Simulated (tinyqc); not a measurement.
Minority-electron transport through the base of a bipolar transistor (Moll-Ross and Kroemer integrals): one step, computed by the program tinyqc. Command: `OMP_NUM_THREADS=1 python tinyqc.py 3001170 3001171 out.jsonl base walk`. One thread of a shared host (Intel(R) Xeon(R) Processor @ 2.30GHz), about 0.01 s of CPU time with the checks.

Low injection, one dimension, x from the emitter edge (0) to the collector edge (W), s = x/W. Recombination is treated as a small correction (valid for tau_B well below tau_n), computed from the stored charge.

Question. Profile and built-in field. N(x) = N_0 (ratio)^(-s^2); n_i(x) = n_i; D(x) = (k_B T/e) mu, mu = mu_min + (mu_max - mu_min)/(1 + (N/N_ref)^0.7). Field that drives electrons towards the collector, averaged over the base: (k_B T/e) ln[N_0 n_i(W)^2/(N(W) n_i^2)]/W.

Inputs (values chosen for the exercise, modelled on GaAs):
```
quantity,value,unit
base doping at the emitter edge N_0,9.3e+18,1/cm^3
base width W,36,nm
mu_min,1100,cm^2/(V s)
mu_max,7020,cm^2/(V s)
N_ref,8.2e+16,1/cm^3
temperature T,300,K
doping ratio N_0/N(W),19,-
```

Base doping profile: Gaussian. Gap grading: none. Exit of the base: saturation velocity.

Constants: k_B = 8.617333262e-05 eV/K.

Give: Across the base; drift factor eta (potential drop in k_B T/e); mean built-in field.

Answer.

Across the base:
```
s,N (1/cm^3),n_i(x)^2/n_i^2,D (cm^2/s),y (s/cm^5)
0.0,9.3000e+18,1,33.820,2.7499e+17
0.2,8.2667e+18,1,34.265,2.4126e+17
0.4,5.8061e+18,1,35.821,1.6208e+17
0.6,3.2220e+18,1,39.320,8.1943e+16
0.8,1.4128e+18,1,46.799,3.0188e+16
1.0,4.8947e+17,1,62.503,7.8311e+15
```

drift factor eta (potential drop in k_B T/e) = 2.9444

mean built-in field = 21.144 kV/cm
